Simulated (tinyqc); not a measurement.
What each parameter does: Bethe-Salpeter matrix of a two-band chain (Tamm-Dancoff form).

One valence and one conduction band, lattice period 1, mesh k = 2 pi j/N. Pair energies D(k) = Eg + 2 t sum(1 - cos k), t = tc + tv. Screened attraction W(R) = U at R = 0 and V/|R| otherwise, R over the N cells with the nearest image; W(q) = sum_R W(R) cos(q R). H(k, k') = D(k) delta - W(k - k')/Nk + 2 J/Nk for singlets (J = 0 for triplets), Nk the number of k points. With a constant transition dipole the strength of a state is f = (sum_k A_k)^2/Nk, and the f sum to 1.

Values chosen for the exercise: Eg = 3.7 eV (quasiparticle gap); tc = 0.75 eV (conduction hopping); tv = 0.05 eV (valence hopping); U = 1.65 eV (attraction in the same cell); V = 0.96 eV (attraction at one cell distance); J = 0.45 eV (exchange in the same cell).

N = 100: lowest singlet, its binding and f, and the singlet-triplet splitting.

One parameter was then changed.

Results before and after:
```
case     singlet (eV)  binding (eV)      f  splitting (eV)
base           3.0322        0.6678  0.277          0.3566
changed        3.1372        0.5628  0.185          0.4616
```

Which of these changes was made? (a) Eg = 3.9 eV; (b) tv = 0.03 eV; (c) U = 1.32 eV; (d) J = 0.68 eV; (e) tc = 0.98 eV; (f) V = 1.06 eV.

Answer: (d) J = 0.68 eV. Of the candidates, run in turn, only this one gives the changed row.

All candidates:
```
case          singlet (eV)  binding (eV)      f  splitting (eV)
base                3.0322        0.6678  0.277          0.3566
Eg = 3.9 eV         3.2322        0.6678  0.277          0.3566
tc = 0.98 eV        3.0623        0.6377  0.262          0.3231
tv = 0.03 eV        3.0293        0.6707  0.278          0.3601
U = 1.32 eV         3.1117        0.5883  0.208          0.2790
V = 1.06 eV         2.9714        0.7286  0.264          0.3399
J = 0.68 eV         3.1372        0.5628  0.185          0.4616
```

At zero total momentum only the sum tc + tv enters.

(tinyqc, `OMP_NUM_THREADS=1 python tinyqc.py 1281981 1281982 out.jsonl`, Intel(R) Xeon(R) Processor @ 2.30GHz, 1 thread, shared host, about 0.1 s.)
